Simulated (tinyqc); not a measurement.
## Composition from the perpendicular lattice constant

Problem. The layer is x parts of the first compound and 1 - x of the second, grown coherently on the third as substrate and barrier. Rows of the table: lattice constant a, average valence level Ea on an absolute scale, spin-orbit splitting so, gaps at Gamma, X and L, hydrostatic deformation potentials av and ac (Gamma), shear potential b, elastic constants, electron and heavy-hole (along z) masses. All are interpolated linearly in x; gaps get -C x (1 - x), taken wholly in the conduction band; real line-ups can differ from this model by 0.1 eV or more. In-plane strain e = (a_substrate - a)/a, e_z = -2 (c12/c11) e, volume change 2 e + e_z. X-ray diffraction gives a_z = a (1 + e_z) of the coherent layer. Find x, e and the relaxed Gamma gap.

Parameters, values chosen for the exercise: bowing of the Gamma gap CG = 1.43 eV; bowing of the X gap CX = 1.2 eV; bowing of the L gap CL = 1.2 eV.

Binary compounds, values chosen for the exercise:
```
	close to GaSb	close to GaAs	close to InP
a (angstrom)	6.096	5.653	5.869
Ea (eV)	-6.25	-6.92	-7.04
so (eV)	0.771	0.34	0.11
EG (eV)	0.73	1.43	1.34
EX (eV)	1.04	1.91	2.16
EL (eV)	0.818	1.7	1.93
av (eV)	0.78	1.18	1.27
ac (eV)	-6.94	-7.07	-4.98
b (eV)	-1.97	-1.72	-1.69
c11 (GPa)	87.8	118	102
c12 (GPa)	40.5	53.6	56.8
me (m0)	0.0391	0.0661	0.08
mh (m0)	0.248	0.346	0.528
```

lattice constant along the growth direction = 5.81171270 angstrom

Answer. a_z changes steadily with x, about (1 + 2 c12/c11) times as fast as the relaxed lattice constant, so one composition matches.

x = 0.420
e = 0.513 %
relaxed Gamma gap = 0.788 eV

Program tinyqc, `OMP_NUM_THREADS=1 python tinyqc.py 2690171 2690172 out.jsonl`; Intel Xeon 2.30GHz, shared host, one thread, about 0.01 s.
